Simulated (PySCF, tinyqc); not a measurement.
Worked calculation: CIS on RHF in the 3-21g basis, for H3-, spin multiplicity 1. The basis has no diffuse functions, so it cannot describe the extra electron: this is an exercise in the method, not the real anion. The lowest restricted solution is unstable here: a spin-polarised one lies 0.0687 hartree lower (PySCF). One step of it, computed by the program tinyqc.

Task: CIS singlet states. Diagonalise A (1 hartree = 27.211386 eV); each vector has its largest component positive (the first on a tie). The transition dipole is mu = sqrt2 sum c_ia <i|r|a>.

CIS matrix A, singlet (hartree):
```
           1>3        1>4        1>5        1>6        2>3        2>4        2>5        2>6
1>3   0.492864   0.008308  -0.006784   0.000003  -0.000040   0.000003   0.000103   0.035492
1>4   0.008308   1.350668   0.009824  -0.000032   0.000009   0.000003  -0.000038  -0.021371
1>5  -0.006784   0.009824   1.497033  -0.000020   0.000090   0.000041   0.000002  -0.006167
1>6   0.000003  -0.000032  -0.000020   1.516975   0.031522   0.021446   0.007917  -0.000014
2>3  -0.000040   0.000009   0.000090   0.031522  -0.000689  -0.013526   0.019167  -0.000014
2>4   0.000003   0.000003   0.000041   0.021446  -0.013526   0.903758  -0.007889   0.000053
2>5   0.000103  -0.000038   0.000002   0.007917   0.019167  -0.007889   1.054981   0.000110
2>6   0.035492  -0.021371  -0.006167  -0.000014  -0.000014   0.000053   0.000110   1.131211
```

dipole integrals <i|r|a> (bohr):
```
            x          y          z
1>3  0.000000  -0.597118  -1.004726
1>4  0.000000   0.020468   0.034668
1>5  0.000000   0.009061   0.015480
1>6  0.000000  -0.042854   0.025414
2>3  0.000000   0.611319  -0.362712
2>4  0.000000   0.494090  -0.293539
2>5  0.000000   0.174363  -0.103687
2>6  0.000000  -0.000639   0.000380
```

Give: singlet excitation energies; lowest vectors; oscillator strengths 2/3 w |mu|^2.

Result:

singlet excitation energies (eV): -0.0516  13.3540  24.5658  28.7256  30.7790  36.7904  40.7598  41.3204

lowest vectors:
```
     state 1  state 2  state 3  state 4  state 5  state 6
1>3   0.0001   0.9984   0.0000   0.0001   0.0563   0.0063
1>4   0.0000  -0.0111   0.0000   0.0000   0.0939   0.9931
1>5  -0.0001   0.0065  -0.0001   0.0000   0.0153  -0.0709
1>6  -0.0209   0.0000  -0.0348  -0.0158   0.0000   0.0002
2>3   0.9995  -0.0001  -0.0150   0.0184   0.0000   0.0000
2>4   0.0153   0.0000   0.9977  -0.0557   0.0002   0.0000
2>5  -0.0179  -0.0002   0.0554   0.9982   0.0015  -0.0002
2>6   0.0000  -0.0556  -0.0003  -0.0015   0.9939  -0.0931
```

oscillator strengths 2/3 w |mu|^2: -0.0013  0.8914  0.3990  0.0478  0.0058  0.0018

A negative triplet energy shows that the restricted solution is unstable towards a spin-polarised one.
